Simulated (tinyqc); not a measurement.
Van der Pauw, Hall and four-point-probe measurements on a doped layer: one step of the calculation.

A uniform n-type layer with sheet resistance Rs = 1/(q ns mu), point contacts, low field (mu B small).

Question. Sheet density, mobility and bulk values. Rs = 1/z; Hall sheet density B I/(q |VH|); Hall mobility |VH|/(Rs B I); true values ns = rH times the Hall density, mu = Hall mobility/rH; bulk density ns/t, resistivity Rs t; correction factor F = Rs/[(pi/ln 2)(RA + RB)/2].

Parameters, values chosen for the exercise:
```
symbol,value,unit,meaning
rH,1,,Hall factor
B,0.5,T,magnetic field
I,100,uA,current
t,980,nm,thickness of the layer
```

Constants: q = 1.602176634e-19 C. Results are converted to the units shown.

converged z = 0.060882712 mS
VH = -31.207545 mV
RA = 274.99032 ohm
RB = 15534.581 ohm

Give: Rs; Hall sheet density; Hall mobility; ns; mu; bulk density; resistivity; F.

Answer.

Rs = 16425 ohm/square
Hall sheet density = 1.0000e12 cm^-2
Hall mobility = 380.00 cm^2/(V s)
ns = 1.0000e12 cm^-2
mu = 380.00 cm^2/(V s)
bulk density = 1.0204e16 cm^-3
resistivity = 1.6097 ohm cm
F = 0.45845

Numbers from tinyqc (`OMP_NUM_THREADS=1 python tinyqc.py 2850211 2850212 out.jsonl`; about 0.01 s on one thread of a shared Intel Xeon 2.30GHz).
